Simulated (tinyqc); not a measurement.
Weibull analysis of times to dielectric breakdown, with area scaling: one step of the calculation.

Breakdown times follow F(t) = 1 - exp(-(t/t63)^beta). The 12 times below were drawn at random from beta = 2.7, t63 = 1400 s and are treated as data; all samples failed.

Question. Median ranks and the Weibull scale. F_i = (i - 0.3)/(n + 0.4) for the sorted times, W_i = ln(-ln(1 - F_i)).

t, i 1 to 12 (s): [312, 571, 639, 653, 874, 912, 1040, 1040, 1170, 1270, 1620, 1850]

Find: F; W; ln t.

Answer.

F, i 1 to 12: [0.0565, 0.1371, 0.2177, 0.2984, 0.3790, 0.4597, 0.5403, 0.6210, 0.7016, 0.7823, 0.8629, 0.9435]
W, i 1 to 12: [-2.845, -1.914, -1.404, -1.037, -0.741, -0.485, -0.252, -0.030, 0.190, 0.422, 0.687, 1.056]
ln t, i 1 to 12: [5.743, 6.347, 6.460, 6.482, 6.773, 6.816, 6.947, 6.947, 7.065, 7.147, 7.390, 7.523]

Numbers from tinyqc (`OMP_NUM_THREADS=1 python tinyqc.py 2070157 2070158 out.jsonl`; about 0.01 s on one thread of a shared Intel Xeon 2.30GHz).
